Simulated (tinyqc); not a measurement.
Atomic layer deposition: Langmuir saturation, growth per cycle and coating of deep features: one step, computed by the program tinyqc.

Precursor A sticks only on free sites, so a long enough pulse saturates; co-reactant B then frees the sites again.

Task: Exposure for a deep feature. Diffusion-limited filling (Gordon) of a round hole of diameter w: a saturation front at depth z needs dz/dt = D_K n/(z (4q/w)), with Knudsen D_K = w c/3 and F = n c/4; including the entrance and floor terms, t = (q/F)(1 + 19a/4 + 3a^2/2). Reaction-limited filling needs ln(100)/k_a at any depth, k_a = beta F/q. Flow is molecular. The front picture holds when the modulus a sqrt(beta) is well above 1. Depth reached by the given pulse: solve the same formula for a. Exposure = p x diffusion-limited time; 1 langmuir = 1.33322e-4 Pa s.

Inputs (values chosen for the exercise, modelled on titanium nitride from the chloride and ammonia): site density q = 1.9 1/nm^2; sticking probability beta on free sites = 0.00043; precursor pressure p = 0.89 Pa; temperature T = 350 C; pulse time t = 0.51 s; aspect ratio a = 48.

Feature: round hole.

flux F = 6814.920 1/(nm^2 s)

Give: diffusion-limited time; exposure; modulus; aspect ratio reached by the front in time t.

Result:

diffusion-limited time = 1.0274 s

exposure = 6858.3 langmuir

modulus = 0.99535

aspect ratio reached by the front in time t = 33.365

Caution: the modulus is not well above 1 or the Gordon time is under three times ln(100)/k_a, so there is no sharp front: the Gordon time is only a lower bound and the reaction time must be met as well. Caution: the pulse is shorter than ln(100)/k_a, so even the open surface is not saturated and the depth reached has no meaning. Caution: the depth reached is formal here: it is under 2/sqrt(beta), so no sharp front has formed.
